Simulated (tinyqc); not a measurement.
Gated graphene, quantum capacitance: effect of the insulator thickness.

phi is the Fermi level above the Dirac point, in volts; Vg is counted from the gate voltage of charge neutrality. Ideal linear bands, no charge puddles.

N0 = (2/pi)(kB T/(hbar vF))^2; n = N0 F1(phi/Vt), p = N0 F1(-phi/Vt), F1(e) = int_0^infinity u du/(1 + exp(u - e)) = -Li2(-exp(e)); Cq = q d(n - p)/dphi = (q N0/Vt) ln[2 (1 + cosh(phi/Vt))]. Cox = eps0 eox/tox; Vg = phi + q (n - p + Dit phi)/Cox. 1/C_G = 1/Cox + 1/(Cq + q Dit); dphi/dVg = Cox/(Cox + Cq + q Dit).

Parameters, values chosen for the exercise; values close to those of graphene:
```
symbol   value         unit                                                                 meaning
T          300            K                                                             temperature
eox       7.67               relative permittivity of the gate insulator (close to silicon nitride)
vF      1.03e6          m/s                                                          Fermi velocity
Dit          0  cm^-2 eV^-1                                                        density of traps
Vg         0.8            V                                                            gate voltage
```

Constants: q = 1.602176634e-19 C, kB = 1.380649e-23 J/K, hbar = 1.054571817e-34 J s, Vt = kB T/q, eps0 = 8.8541878128e-14 F/cm where lengths are in cm. Results are converted to the units shown.

Results:

| tox (nm) | phi (V) | n - p (cm^-2) | Cq (uF/cm^2) | Cox (uF/cm^2) | C_G (uF/cm^2) | dphi/dVg | n + p (cm^-2) |
|---|---|---|---|---|---|---|---|
| 0.5 | 0.5506 | 2.115e13 | 12.22 | 13.58 | 6.432 | 0.5264 | 2.115e13 |
| 0.9 | 0.4708 | 1.550e13 | 10.45 | 7.546 | 4.381 | 0.4194 | 1.550e13 |
| 2.9 | 0.3161 | 7.073e12 | 7.015 | 2.342 | 1.756 | 0.2503 | 7.073e12 |
| 5.2 | 0.2501 | 4.483e12 | 5.549 | 1.306 | 1.057 | 0.1905 | 4.483e12 |
| 9.3 | 0.1941 | 2.762e12 | 4.308 | 0.7302 | 0.6244 | 0.1449 | 2.762e12 |
| 17 | 0.1461 | 1.630e12 | 3.247 | 0.3995 | 0.3557 | 0.1096 | 1.631e12 |
| 30 | 0.1092 | 9.760e11 | 2.441 | 0.2264 | 0.2072 | 0.08487 | 9.787e11 |

Estimate the missing row, tox = 1.6 nm.

Computed row:

| tox (nm) | phi (V) | n - p (cm^-2) | Cq (uF/cm^2) | Cox (uF/cm^2) | C_G (uF/cm^2) | dphi/dVg | n + p (cm^-2) |
|---|---|---|---|---|---|---|---|
| 1.6 | 0.3922 | 1.080e13 | 8.703 | 4.244 | 2.853 | 0.3278 | 1.080e13 |

With this row back in the table: As tox goes from 0.5 to 30, Cq falls from 12.2 to 2.44 uF/cm^2, C_G/Cox rises from 0.474 to 0.915 and n - p falls from 2.11e13 to 9.76e11 cm^-2. Cq is below Cox for tox = 0.5; there the density of states limits the response dn/dVg more than the insulator does. With the insulator thinned by a factor of 60.0, the charge grows only by 21.7 while Cox grows by 60.0.

Computed by the program tinyqc: `OMP_NUM_THREADS=1 python tinyqc.py 2200121 2200122 out.jsonl`, one thread of a shared Intel Xeon 2.30GHz, about 0.01 s for the whole run.
